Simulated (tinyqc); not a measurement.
Worked calculation: parabolic quantum dot in a magnetic field (Fock-Darwin). Values are carried at full precision from step to step, so a last printed digit may differ when a step is redone from the rounded ones.

Two dimensions, V = m w0^2 r^2/2, one valley. hbar wc = 2 muB B/m, W = sqrt(w0^2 + wc^2/4), E(n, l, s) = (2n + |l| + 1) hbar W - l hbar wc/2 + s gs muB B, n = 0, 1, ..., l = 0, +/-1, ..., s = +/-1/2; length lam = sqrt(2c/(m hbar W)), c = hbar^2/2m0.

Constants: muB = 5.788381798e-05 eV/T; hbar^2/2m0 = 3.80998211 eV angstrom^2; e^2/(4 pi eps0) = 14.39964547 eV angstrom.

Values chosen for the exercise (near those of a gate-defined dot in InAs; not measured data):

| symbol | value | unit | meaning |
|---|---|---|---|
| m | 0.03 | m0 | mass |
| gs | -8.09 |  | g factor |
| w0 | 4.4 | meV | confinement energy hbar w0 |
| B | 1.22 | T | magnetic field |
| Ec | 4.2 | meV | charging energy e^2/C |
| eps | 15.3 |  | dielectric constant |

## Energy and length scales

Give hbar wc, hbar W, the two mode energies hbar W +/- hbar wc/2, the Zeeman energy |gs| muB B and lam.

hbar wc = 4.7079 meV
hbar W = 4.9901 meV

modes (meV): 7.3440  2.6362

Zeeman energy = 0.5713 meV
lam = 225.6 angstrom

The product of the modes is w0^2 = 19.36 meV^2 at any field. These two lines are all that far-infrared light sees, whatever the number of electrons (Kohn theorem).

## Orbital levels

The eight lowest (n, l) from E = (2n + |l| + 1) W - l wc/2.

Levels:

| (n,l) | E (meV) |
|---|---|
| (0,0) | 4.990 |
| (0,1) | 7.626 |
| (0,2) | 10.262 |
| (0,-1) | 12.334 |
| (0,3) | 12.899 |
| (1,0) | 14.970 |
| (0,4) | 15.535 |
| (1,1) | 17.606 |

## Addition spectrum

Constant interaction: mu(N) = E_N + (N - 1/2) Ec with the spin-resolved levels filled in order; the addition energy is mu(N + 1) - mu(N).

Filling:

| N | state added | E_N (meV) | mu(N) (meV) | addition energy (meV) |
|---|---|---|---|---|
| 1 | (0,0)+ | 4.704 | 6.804 | 4.771 |
| 2 | (0,0)- | 5.276 | 11.576 | 6.265 |
| 3 | (0,1)+ | 7.341 | 17.841 | 4.771 |
| 4 | (0,1)- | 7.912 | 22.612 | 6.265 |
| 5 | (0,2)+ | 9.977 | 28.877 | 4.771 |
| 6 | (0,2)- | 10.548 | 33.648 | 5.700 |
| 7 | (0,-1)+ | 12.048 | 39.348 | 4.764 |
| 8 | (0,3)+ | 12.613 | 44.113 | 4.207 |
| 9 | (0,-1)- | 12.620 | 48.320 | 4.764 |
| 10 | (0,3)- | 13.184 | 53.084 | 5.700 |

The largest addition energy falls at N = 2 and 4; at zero field it peaks at the closed shells 2, 6 and 12. Exchange, which the model lacks, would favour parallel spins near level crossings. Ec is an independent input that includes screening by the gates.

## Singlet and triplet of two electrons

Two electrons, first order in the Coulomb energy: the singlet (0,0)^2 has 2W + J0 and the lowest triplet (0,0)(0,1) has 3W - wc/2 + J0/2 - Ez, with J0 = sqrt(pi/2) q/(eps lam), q = e^2/(4 pi eps0), Ez = |gs| muB B.

Give J0, the triplet less the singlet, and J0/W.

J0 = 5.228 meV
E(T) - E(S) = -0.549 meV
J0/W = 1.05

The triplet is lower at this order. J0 exceeds W, so first order overstates the interaction and the result is only a guide.

## The same without perturbation theory

Exact treatment: the centre of mass separates with energy W, and the relative motion obeys [-(2c/m) Laplacian + (2c/m) r^2/(2 lam^2)^2 + q/(eps r)] psi = e_l psi for angular number l, solved in 14 Gaussians r^l exp(-a r^2), a = 1.7^i/(4 lam^2), i = -3 to 10. E(S) = W + e_0, E(T) = W + e_1 - wc/2 - Ez.

Solve for e_0 and e_1.

e_0, e_1 (meV): 9.29  12.49

first-order values W + J0 and 2W + J0/2 (meV): 10.22  12.59

E(T) - E(S), exact = 0.27 meV

First order overshoots e_0 by 0.93 meV and e_1 by only 0.11 meV, since the singlet gains more by keeping the electrons apart; it therefore favours the triplet by 0.82 meV too much. Of these two the singlet is lower, against the first-order answer.

## Checks

- e_0 at W = 2 Ry m/eps^2, where it is exactly 2W, as a ratio e_0/W: both 2.000.
- Level (0,1) from the radial equation by finite differences against the formula, meV: both 7.63.

Program tinyqc; command `OMP_NUM_THREADS=1 python tinyqc.py 1281370 1281371 out.jsonl`; about 0.04 s on one thread of a shared Intel(R) Xeon(R) Processor @ 2.30GHz.
